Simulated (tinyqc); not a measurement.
Equation-of-state fits to an energy-volume table made by a known binding curve: one step, computed by the program tinyqc. Command: `OMP_NUM_THREADS=1 python tinyqc.py 3003022 3003023 out.jsonl eosfit walk`. One thread of a shared host (Intel(R) Xeon(R) Processor @ 2.30GHz), about 0.02 s of CPU time with the checks.

With x = (V/V_0)^(1/3), the energy per atom is E = -D [1 + eta (x - 1)] exp(-eta (x - 1)), so that B0 = D eta^2/(9 V_0) and B' = 1 + 2 eta/3. B' = dB/dP at P = 0.

Question. Errors of the Birch-Murnaghan fit. Third-order Birch-Murnaghan is a cubic in u = V^(-2/3): fit it by linear least squares, find the minimum, and take B0 = V E''(V), B' = -1 - V E'''/E'' there. Errors are fitted minus exact, relative; the pressure at c V_0 uses P = (3 B0/2) (x^7 - x^5) [1 + (3/4)(B' - 4)(x^2 - 1)], x = (V0/V)^(1/3) with the fitted values.

Inputs (values chosen for the exercise, for a model crystal): true volume V_0 = 33.8 angstrom^3/atom; compression V/V_0 for the pressure test = 0.9.

Binding curve: universal binding. Noise: added.

fitted B0 = 236.4123 GPa

exact B0 = 236.6226 GPa

fitted B' = 6.176212

exact B' = 6.166667

fitted V0 = 33.80077 angstrom^3

exact pressure at c V_0 = 34.33921 GPa

Give: error of B0; error of B'; fitted pressure at c V_0; error of that pressure.

Answer.

error of B0 = -0.0889 %

error of B' = 0.155 %

fitted pressure at c V_0 = 34.4 GPa

error of that pressure = 0.236 %
